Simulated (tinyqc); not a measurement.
# Delay unit and parasitic delay from two ring oscillators

Question. A ring of 21 inverters oscillates at 1/(2 x 21 d), with stage delay d = tau (h + p) for fan-out h. Find tau, p and the delay at fan-out 4.

frequencies of 21-stage ring oscillators with fan-out 1 and 5 (GHz): 3.4482568  1.3327618

Answer. d is a straight line in h with slope tau and intercept tau p.

tau = 2.740 ps
p = 1.520
delay at fan-out 4 = 15.12 ps

Program tinyqc, `OMP_NUM_THREADS=1 python tinyqc.py 2082201 2082202 out.jsonl`; Intel Xeon 2.30GHz, shared host, one thread, about 0.01 s.
